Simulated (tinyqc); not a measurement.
## Doping from the body effect

Problem. The threshold of a long MOSFET, counted against the source, shifts by gamma (sqrt(2 phiF + Vsb) - sqrt(2 phiF)) with gamma = sqrt(2 eps0 eps_r q N)/Cox. Find 2 phiF, gamma and N from two shifts.

Values chosen for this exercise:
```
symbol,value,unit,meaning
eps_r,13.7,,relative permittivity
```

Constants: q = 1.602176634e-19 C, eps0 = 8.8541878128e-14 F/cm where lengths are in cm. Results are converted to the units shown.

|VT - VT(0)| at source-body biases 1.1 and 3.4 V (V): [0.16879835, 0.40062691]
Cox = 1.8174386 uF/cm^2

Answer. The ratio of the shifts depends on 2 phiF alone and rises steadily with it, so it fixes 2 phiF; either shift then gives gamma, and gamma gives N.

2 phiF = 0.760 V
gamma = 0.343 V^0.5
N = 1.00e18 cm^-3

Computed by the program tinyqc: `OMP_NUM_THREADS=1 python tinyqc.py 2060083 2060084 out.jsonl`, one thread of a shared Intel Xeon 2.30GHz, about 0.01 s for the whole run.
